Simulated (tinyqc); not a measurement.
Inside a calculation. Method: RHF in the 3-21g basis, for He, spin multiplicity 1. Computed by tinyqc, a small Python program that keeps every step (integrals from PySCF). Settings: charge = 0, multiplicity = 1, basis = 3-21g, energy threshold = 1e-09, iteration cap = 59, orthogonalisation = symmetric, start = Wolfsberg-Helmholz matrix, DIIS depth = 3, DIIS from iteration = 3, method = RHF. Command: `OMP_NUM_THREADS=1 python tinyqc.py 21528 21529 out.jsonl` (the two numbers bound the seeds that draw the settings). One thread of a shared host (Intel(R) Xeon(R) Processor @ 2.60GHz), about 0.04 s of CPU time with the checks. Later iterations appear only in the table of the cycle.

## One-electron integrals

Geometry (angstrom):
```
atom,x,y,z
He,0.000000,0.000000,0.000000
```

Basis 3-21g: exponents (1/bohr^2) and contraction coefficients of normalised primitives:
```
element,l (shell),exponent,coefficient
He,s (1),13.626700,0.175230
He,s (1),1.999350,0.893482
He,s (2),0.382993,1.000000
```

Overlap, kinetic and nuclear-attraction integrals over the contracted functions; the nuclear repulsion is the sum of Za Zb / Rab.

nuclear repulsion = 0 hartree

overlap S:
```
,1He 1s,1He 2s
1He 1s,1.000000,0.595216
1He 2s,0.595216,1.000000
```

kinetic energy T (hartree):
```
,1He 1s,1He 2s
1He 1s,3.916124,0.578949
1He 2s,0.578949,0.574489
```

nuclear attraction V (hartree):
```
,1He 1s,1He 2s
1He 1s,-5.489688,-2.235292
1He 2s,-2.235292,-1.975129
```

core Hamiltonian H = T + V (hartree):
```
,1He 1s,1He 2s
1He 1s,-1.573565,-1.656343
1He 2s,-1.656343,-1.400640
```

## Two-electron integrals

Functions are numbered as in S; the eight-fold symmetry (ij|kl) = (ji|kl) = (kl|ij) leaves the list below.

Two-electron integrals (ij|kl) in chemists' order, unique and non-zero (hartree):
```
i,j,k,l,(ij|kl)
1,1,1,1,1.803255
2,1,1,1,0.876507
2,1,2,1,0.452077
2,2,1,1,0.917008
2,2,2,1,0.514678
2,2,2,2,0.698314
```

## Orthogonalisation

S = U s U^T; symmetric (Loewdin) form X = U s^(-1/2) U^T, so that X^T S X = 1.

eigenvalues of S: 0.404784  1.595216

X:
```
,1He 1s,1He 2s
1He 1s,1.181761,-0.390007
1He 2s,-0.390007,1.181761
```

## Starting guess

The start is the generalised Wolfsberg-Helmholz matrix (K = 1.75) built on H; D = 2 C_occ C_occ^T.

D at the start:
```
,1He 1s,1He 2s
1He 1s,0.761416,0.618462
1He 2s,0.618462,0.502347
```

## Iteration 1: building the Fock matrix

J_ij = sum D_kl (ij|kl), K_ij = sum D_kl (ik|jl); F = H + J - 0.5 K; E = tr D H + tr D J / 2 - 0.25 tr D K + E_nn.

Coulomb J (hartree):
```
,1He 1s,1He 2s
1He 1s,2.917856,1.485119
1He 2s,1.485119,1.685638
```

exchange K (hartree):
```
,1He 1s,1He 2s
1He 1s,2.684299,1.772661
1He 2s,1.772661,1.331632
```

Fock matrix F (hartree):
```
,1He 1s,1He 2s
1He 1s,0.002142,-1.057555
1He 2s,-1.057555,-0.380817
```

total energy of this density = -2.72415044 hartree

## Iteration 1: diagonalisation and new density

Diagonalise F' = X^T F X, C = X C', fill 1 alpha and 1 beta electrons from the bottom; D = 2 C_occ C_occ^T. Each column has its largest component positive (the first on a tie).

F' = X^T F X (hartree):
```
,1,2
1,0.919909,-1.463267
2,-1.463267,0.443335
```

orbital energies (hartree): MO1 -0.800920, MO2 2.164164

coefficients C:
```
,MO1,MO2
1He 1s,0.468423,1.152928
1He 2s,0.647641,-1.062650
```

D after iteration 1:
```
,1He 1s,1He 2s
1He 1s,0.438839,0.606740
1He 2s,0.606740,0.838878
```

## Iteration 2: building the Fock matrix

As before.

Coulomb J (hartree):
```
,1He 1s,1He 2s
1He 1s,2.624220,1.364984
1He 2s,1.364984,1.612771
```

exchange K (hartree):
```
,1He 1s,1He 2s
1He 1s,2.234200,1.647076
1He 2s,1.647076,1.408741
```

Fock matrix F (hartree):
```
,1He 1s,1He 2s
1He 1s,-0.066444,-1.114897
1He 2s,-1.114897,-0.492239
```

total energy of this density = -2.83521850 hartree

## Iteration 2: diagonalisation and new density

As before.

F' = X^T F X (hartree):
```
,1,2
1,0.860035,-1.469106
2,-1.469106,0.330153
```

orbital energies (hartree): MO1 -0.897711, MO2 2.087898

coefficients C:
```
,MO1,MO2
1He 1s,0.458609,1.156867
1He 2s,0.656648,-1.057108
```

D after iteration 2:
```
,1He 1s,1He 2s
1He 1s,0.420644,0.602289
1He 2s,0.602289,0.862372
```

## Iteration 3: building the Fock matrix

As before.

Coulomb J (hartree):
```
,1He 1s,1He 2s
1He 1s,2.605151,1.357104
1He 2s,1.357104,1.607910
```

exchange K (hartree):
```
,1He 1s,1He 2s
1He 1s,2.204208,1.637126
1He 2s,1.637126,1.412339
```

Fock matrix F (hartree):
```
,1He 1s,1He 2s
1He 1s,-0.070517,-1.117802
1He 2s,-1.117802,-0.498899
```

total energy of this density = -2.83567789 hartree

## Iteration 3: diagonalisation and new density

As before.

F' = X^T F X (hartree):
```
,1,2
1,0.856012,-1.468659
2,-1.468659,0.322910
```

orbital energies (hartree): MO1 -0.903191, MO2 2.082112

coefficients C:
```
,MO1,MO2
1He 1s,0.457964,1.157123
1He 2s,0.657236,-1.056742
```

D after iteration 3:
```
,1He 1s,1He 2s
1He 1s,0.419462,0.601982
1He 2s,0.601982,0.863920
```

## Iteration 4: building the Fock matrix

As before.

Coulomb J (hartree):
```
,1He 1s,1He 2s
1He 1s,2.603901,1.356586
1He 2s,1.356586,1.607591
```

exchange K (hartree):
```
,1He 1s,1He 2s
1He 1s,2.202238,1.636466
1He 2s,1.636466,1.412570
```

Fock matrix F (hartree):
```
,1He 1s,1He 2s
1He 1s,-0.070783,-1.117990
1He 2s,-1.117990,-0.499334
```

total energy of this density = -2.83567987 hartree

## Iteration 4: DIIS over 2 matrices

error matrix X^T (FDS - SDF) X:
```
,1,2
1,0.000000,0.000218
2,-0.000218,0.000000
```

B (overlaps of the stored error matrices):
```
,1,2
1,2.2136932e-05,1.4535141e-06
2,1.4535141e-06,9.5437945e-08
```

Minimise |sum c_i e_i|^2 with sum c_i = 1: solve [B -1; -1 0][c; lambda] = [0; -1] with B_ij = tr e_i^T e_j, and take F = sum c_i F_i.

DIIS coefficients: -0.070274  1.070274

extrapolated F (hartree):
```
,1He 1s,1He 2s
1He 1s,-0.070801,-1.118003
1He 2s,-1.118003,-0.499364
```

## Iteration 4: diagonalisation and new density

As before.

F' = X^T F X (hartree):
```
,1,2
1,0.855729,-1.468624
2,-1.468624,0.322402
```

orbital energies (hartree): MO1 -0.903572, MO2 2.081703

coefficients C:
```
,MO1,MO2
1He 1s,0.457919,1.157140
1He 2s,0.657278,-1.056716
```

D after iteration 4:
```
,1He 1s,1He 2s
1He 1s,0.419379,0.601960
1He 2s,0.601960,0.864028
```

## Iteration 6 (converged): orbitals

converged F (hartree):
```
,1He 1s,1He 2s
1He 1s,-0.070801,-1.118003
1He 2s,-1.118003,-0.499364
```

As before.

F' = X^T F X (hartree):
```
,1,2
1,0.855729,-1.468624
2,-1.468624,0.322402
```

orbital energies (hartree): MO1 -0.903572, MO2 2.081703

coefficients C:
```
,MO1,MO2
1He 1s,0.457919,1.157140
1He 2s,0.657278,-1.056716
```

D after iteration 6:
```
,1He 1s,1He 2s
1He 1s,0.419379,0.601960
1He 2s,0.601960,0.864028
```

## Convergence

Stop when the energy changes by less than 1e-09 hartree and every element of the error matrix X^T (F D S - S D F) X is below 9e-06.

Course of the cycle:
```
iteration,E (hartree),change,largest element of the error matrix
1,-2.72415044,-,7.79e-01
2,-2.83521850,-1.11e-01,5.07e-02
3,-2.83567789,-4.59e-04,3.33e-03
4,-2.83567987,-1.98e-06,2.18e-04
5,-2.83567987,-8.55e-09,1.30e-09
6,-2.83567987,-4.44e-16,6.03e-10
```

PySCF RHF in the same basis = -2.83567987 hartree

Converged in 6 iterations.

## Populations

Mulliken: Z minus the diagonal of D S on the atom; Loewdin: the same with S^(1/2) D S^(1/2).

Charges (e):
```
atom,Mulliken,Loewdin
1He,0,0
```
